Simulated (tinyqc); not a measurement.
Slow cooling against a quench: self-consistent Fermi level with native defects, at growth and after a quench. Computed by tinyqc, a small Python program. Command: `OMP_NUM_THREADS=1 python tinyqc.py 3017269 3017270 out.jsonl scfermi walk`. One thread of a shared host (Intel(R) Xeon(R) Processor @ 2.30GHz), about 0.05 s of CPU time with the checks.

Energies are counted from the top of the valence band (VBM); when the gap shrinks with temperature the conduction band moves and the levels stay. D and A draw on one reservoir with opposite signs, as the two vacancies of a compound do.

Inputs (values chosen for the exercise, with bands modelled on CdS):

| quantity | value | unit |
|---|---|---|
| gap E_g at 300 K | 2.53 | eV |
| slope -dE_g/dT above 300 K | 0.00032 | eV/K |
| electron mass m_e | 0.195 | m_0 |
| valleys M_c | 1 | - |
| hole mass m_h | 0.829 | m_0 |
| E_f of the neutral native donor D | 1.846 | eV |
| E_f of the neutral native acceptor A | 2.514 | eV |
| shift s of the chemical potential | -0.28 | eV |
| site density N_s | 3.1e+22 | cm^-3 |
| growth temperature T_g | 1110 | K |
| temperature of use T | 400 | K |

Added shallow dopant: none.

levels of D above the VBM, most positive state first (eV): 1.1  1.75

levels of A above the VBM, (0/-1) first (eV): 0.924

Constants: m_0 = 9.1093837015e-31 kg; k_B = 1.380649e-23 J/K; h = 6.62607015e-34 J s; k_B = 8.617333262e-05 eV/K.

Method:
- E_f(D, 0) = input + s and E_f(A, 0) = input - s; E_f(q, E_F = 0) follows from the levels, eps(q/q-1) = E_f(q - 1) - E_f(q) at E_F = 0.
- E_g(T) = E_g - slope x max(0, T - 300 K).
- N_c = 2 M_c (2 pi m_e k_B T/h^2)^(3/2) and N_v = 2 (2 pi m_h k_B T/h^2)^(3/2), masses in units of m_0.
- At growth T = T_g.
- n = N_c F_1/2((E_F - E_g)/k_B T), p = N_v F_1/2(-E_F/k_B T).
- F_1/2(eta) = (2/sqrt(pi)) int_0^infinity sqrt(x)/(1 + exp(x - eta)) dx, by the trapezoid rule in t = sqrt(x) with step 0.02 up to t = 12 (for eta < -12 by exp(eta) - exp(2 eta)/2^(3/2)).
- In equilibrium c_q = N_s exp(-(E_f(q, 0) + q E_F)/k_B T).
- Net charge = p - n + sum q c_q; the log ratio is ln(positive charge/negative charge).
- E_F is the root of the log ratio, by 50 bisections between -0.5 eV and E_g + 0.5 eV.
- After a quench the totals of D and A stay as grown, and each is shared among its charge states with weights exp(-(E_f(q, 0) + q E_F)/k_B T).
- Each E_F by bisection; full equilibrium lets the defects form and vanish at every T.

E_f(q, E_F = 0) (eV): D(+2) -1.284, D(+1) -0.184, D(0) 1.566, A(0) 2.794, A(-1) 3.718

total D = 1.50434e+16 cm^-3

total A = 6.89311e+12 cm^-3

Two histories (densities in cm^-3):

| T (K) | E_F, equilibrium (eV) | n | p | all defects | E_F, frozen (eV) | n, frozen | p, frozen |
|---|---|---|---|---|---|---|---|
| 970 | 1.5765 | 1.8164e+15 | 7.0911e+11 | 2.0365e+15 | 1.7122 | 9.1978e+15 | 1.4000e+11 |
| 830 | 1.5600 | 1.3729e+14 | 2.9368e+10 | 1.4665e+14 | 1.8101 | 4.5291e+15 | 8.9006e+08 |
| 680 | 1.5407 | 2.7339e+12 | 2.4643e+08 | 2.8089e+12 | 1.8952 | 1.1584e+15 | 5.8155e+05 |
| 540 | 1.5208 | 1.0360e+10 | 2.9305e+05 | 1.0434e+10 | 1.9642 | 1.4241e+14 | 2.1319e+01 |
| 400 | 1.4985 | 8.4946e+05 | 3.8396e+00 | 8.5003e+05 | 2.0058 | 2.0945e+12 | 1.5572e-06 |

What follows from these numbers?

At 400 K equilibrium would leave 850000 defects per cm^3 against 1.51e16 frozen in, and E_F differs by +0.507 eV. The majority density of the quenched sample is 2.5e6 times the equilibrium one. Real samples lie between, set by the temperature at which diffusion stops.
